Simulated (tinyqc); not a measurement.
Conductivity against oxygen pressure: defect equilibria of an oxide against oxygen pressure (mass action). Computed by tinyqc, a small Python program. Command: `OMP_NUM_THREADS=1 python tinyqc.py 3024910 3024911 out.jsonl brouwer walk`. One thread of a shared host (Intel(R) Xeon(R) Processor @ 2.30GHz), about 0.01 s of CPU time with the checks.

Defects: oxygen vacancies V (charge +2), electrons n, holes p, the ionic partner X = V_M'' (charge -2), and the dopant. Activities are taken equal to concentrations.

Inputs (values chosen for the exercise, for a model oxide):

| quantity | value | unit |
|---|---|---|
| reduction enthalpy H_r | 4.65 | eV |
| prefactor K_r0 | 1.5e+69 | cm^-9 atm^(1/2) |
| gap E_g | 3.43 | eV |
| prefactor N_c N_v | 2.9e+41 | cm^-6 |
| disorder enthalpy H_s | 2.87 | eV |
| prefactor K_s0 | 2.1e+44 | cm^-6 |
| dopant density N_d | 2e+18 | cm^-3 |
| temperature T | 900 | K |
| electron mobility mu_n | 0.13 | cm^2/(V s) |
| hole mobility mu_p | 1.6 | cm^2/(V s) |
| vacancy diffusion prefactor D_0 | 0.0067 | cm^2/s |
| vacancy migration energy E_m | 0.79 | eV |

Ionic disorder: Schottky, oxide MO. Dopant (singly charged, fully ionised): acceptor.

Constants: k_B = 8.617333262e-05 eV/K; e = 1.602176634e-19 C.

Method:
- K_r = K_r0 exp(-H_r/k_B T) = [V] n^2 P^(1/2); K_i = N_c N_v exp(-E_g/k_B T) = n p; K_s = K_s0 exp(-H_s/k_B T) = [X] [V].
- Neutrality: 2 [V] + p = n + 2 [X] + N_d. With n as the unknown, [V] = K_r/(n^2 P^(1/2)), p = K_i/n, [X] = K_s/[V]; the log ratio is ln(positive/negative).
- The root is found by 60 bisections in ln n between n = 1e-10 and 1e25 cm^-3.
- sigma_n = e n mu_n, sigma_p = e p mu_p, sigma_ion = 2 e [V] mu_V with mu_V = 2 e D/(k_B T) and D = D_0 exp(-E_m/k_B T); only the oxygen vacancies carry ionic current, and the ionic transport number is sigma_ion over the total.

K_r = 1.37163e+43 cm^-9 atm^(1/2)

K_i = 1.79988e+22 cm^-6

K_s = 1.78208e+28 cm^-6

Log10 of the conductivities in S/cm:

| log10 P (atm) | n-type | p-type | ionic | total | ionic transport number |
|---|---|---|---|---|---|
| -28 | -0.5554 | -15.462 | -4.7951 | -0.5554 | 0.00006 |
| -24 | -1.2876 | -14.730 | -5.3307 | -1.2876 | 0.00009 |
| -20 | -2.1470 | -13.870 | -5.6120 | -2.1469 | 0.00034 |
| -16 | -3.1167 | -12.901 | -5.6727 | -3.1155 | 0.00277 |
| -12 | -4.1131 | -11.904 | -5.6798 | -4.1015 | 0.02641 |
| -8 | -5.1128 | -10.905 | -5.6805 | -5.0088 | 0.21295 |
| -4 | -6.1127 | -9.905 | -5.6806 | -5.5439 | 0.73006 |
| 0 | -7.1127 | -8.905 | -5.6806 | -5.6646 | 0.96379 |

What does the comparison show, and why?

The ionic transport number exceeds 0.9 in the rows log P = 0: the electrolytic window. The total has no minimum inside this range.

Extremes, crossings and ranges named in words are read from the listed rows.
